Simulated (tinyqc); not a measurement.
Nanosheet or nanowire with hard walls, valleys of the Si type: one step. Threshold shift from confinement. Two cases, with inputs chosen for the exercise.

Question. Form N1, W H Nc and dVt.

Hard walls around a W x H rectangle. The block w_c of w in (y, z) confines; the transport mass follows from 1/m_x = w_xx - w_xc w_c^-1 w_cx. The cross-section problem c (w_yy ky^2 + 2 w_yz ky kz + w_zz kz^2), c = hbar^2/2m0, is solved in products sin(n pi y/W) sin(l pi z/H), n, l = 1 to 12; if w_yz = 0 the levels are c pi^2 (w_yy n^2/W^2 + w_zz l^2/H^2). The w_yz term couples (n, l) to (n', l') by -2 c w_yz D_nn'(W) D_ll'(H) with D_nm(L) = 4 n m/(L (n^2 - m^2)) for n + m odd and 0 otherwise.

Without degeneracy the line density is N1 exp((EF - Ec)/kB T) with N1 = sum 2 g sqrt(m_x kB T/(4 pi c)) exp(-E/kB T), here over n, l up to 80 where w_yz = 0 and over all levels of a 12 x 12 sine basis otherwise; the classical value is W H Nc with Nc = 2 g_all (m_dos kB T/(4 pi c))^(3/2), m_dos = (ml mt^2)^(1/3); dVt = kB T ln(W H Nc/N1).

Constants: hbar^2/2m0 = 3.80998211 eV angstrom^2; kB = 8.617333262e-05 eV/K.

Give: N1; W H Nc; dVt.

Case 1.

Values chosen (near those of Si; the results hold for these values, not for the real material): W = 105 angstrom (width, along y); H = 52 angstrom (height, along z = [001]); ml = 0.916 m0 (longitudinal mass); mt = 0.19 m0 (transverse mass); T = 77 K (temperature); g_all = 6 (number of valleys).

Valleys:

| group | valleys g | w_yy | w_zz | \|w_yz\| | m_x (m0) |
|---|---|---|---|---|---|
| A | 2 | 5.263158 | 1.091703 | 0.000000 | 0.190000 |
| B | 2 | 1.091703 | 5.263158 | 0.000000 | 0.190000 |
| C | 2 | 5.263158 | 5.263158 | 0.000000 | 0.916000 |

Answer.

N1 = 0.001397 1/nm
W H Nc = 0.1944 1/nm
dVt = 32.7 mV

Case 2.

Values chosen (near those of Si; the results hold for these values, not for the real material): W = 190 angstrom (width, along y); H = 44 angstrom (height, along z = [001]); ml = 0.927 m0 (longitudinal mass); mt = 0.19 m0 (transverse mass); T = 77 K (temperature); g_all = 6 (number of valleys).

Valleys:

| group | valleys g | w_yy | w_zz | \|w_yz\| | m_x (m0) |
|---|---|---|---|---|---|
| A | 2 | 5.263158 | 1.078749 | 0.000000 | 0.190000 |
| B | 4 | 3.170953 | 5.263158 | 0.000000 | 0.558500 |

Answer.

N1 = 0.004146 1/nm
W H Nc = 0.2994 1/nm
dVt = 28.4 mV

Computed by tinyqc, one run a case: `OMP_NUM_THREADS=1 python tinyqc.py N N+1 out.jsonl` with N = 1282288, 1282449; one thread of a shared Intel(R) Xeon(R) Processor @ 2.30GHz, about 0.03 s a run at most.
